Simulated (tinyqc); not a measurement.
## Tail temperature from the power law

Question. When tail states hold most of the charge, the linear current goes as I = A (Vg - VT)^g with g = 2 Tt/T - 1. Find g, Tt and the tail width kB Tt.

Inputs (values chosen for the exercise):
- T = 290 K (temperature)

Constants: q = 1.602176634e-19 C, kB = 1.380649e-23 J/K, Vt = kB T/q. Results are converted to the units shown.

I at Vg - VT = 4.3 and 6.4 V (nA): [83.474158, 150.53640]

Answer. g is the slope of ln I against ln(Vg - VT).

g = 1.48
Tt = 360 K
kB Tt = 31.0 meV

Numbers from tinyqc (`OMP_NUM_THREADS=1 python tinyqc.py 2610070 2610071 out.jsonl`; about 0.01 s on one thread of a shared Intel Xeon 2.30GHz).
